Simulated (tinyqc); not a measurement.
Leaving out one process at a time: Debye-Callaway model of lattice thermal conductivity. Computed by tinyqc, a small Python program. Command: `OMP_NUM_THREADS=1 python tinyqc.py 3015383 3015384 out.jsonl callaway walk`. One thread of a shared host (Intel(R) Xeon(R) Processor @ 2.30GHz), about 0.01 s of CPU time with the checks.

Three acoustic branches with one velocity v, cut at omega_D = k_B Theta/hbar; x = hbar omega/(k_B T). v and Theta are separate inputs: Theta cuts off the heat-carrying modes, so C need not reach 3 k_B/V. gamma is an effective value that sets the umklapp rate.

Inputs (values chosen for the exercise, modelled on boron arsenide):
```
quantity,value,unit
sound velocity v,5480,m/s
Debye temperature Theta,676,K
volume per atom V,13.6,angstrom^3
mean atomic mass M,42.9,u
effective Grueneisen parameter gamma,1.07,-
umklapp exponent divisor b,2,-
vacancy fraction n_v,0.00013,-
Casimir length L,1500,micrometre
temperature T,400,K
```

Sample: crystal. Point defects: vacancies. Normal processes: left out.

Constants: k_B = 1.380649e-23 J/K; hbar = 1.054571817e-34 J s; u = 1.6605390666e-27 kg.

Method:
- A vacancy counts as a mass defect Delta M/M = -3 (the missing mass and twice its bonds), so Gamma = 9 n_v. A = V Gamma/(4 pi v^3).
- Rates: point defects A omega^4; umklapp B omega^2 T exp(-Theta/(b T)) with B = hbar gamma^2/(M v^2 Theta). Boundaries: v/L.
- kappa_1 = c int tau_C g dx, g = x^4 e^x/(e^x - 1)^2, c = (k_B/(2 pi^2 v)) (k_B T/hbar)^3, over 0 < x < min(Theta/T, 40), by 96 Gauss-Legendre points in s with x = x_max s^2; tau_C = tau_R, the inverse of the summed rates, and kappa = kappa_1.

Rayleigh coefficient A = 7.69437e-45 s^3

Conductivity at T:
```
case,kappa (W/(m K)),ratio to all
all processes,403.19,1
without point defects,722.89,1.7930
without boundaries,410.12,1.0172
without umklapp,3719.6,9.2256
```

What does the comparison show, and why?

Removing umklapp raises kappa most, by a factor 9.23; removing boundaries gives only 1.02.
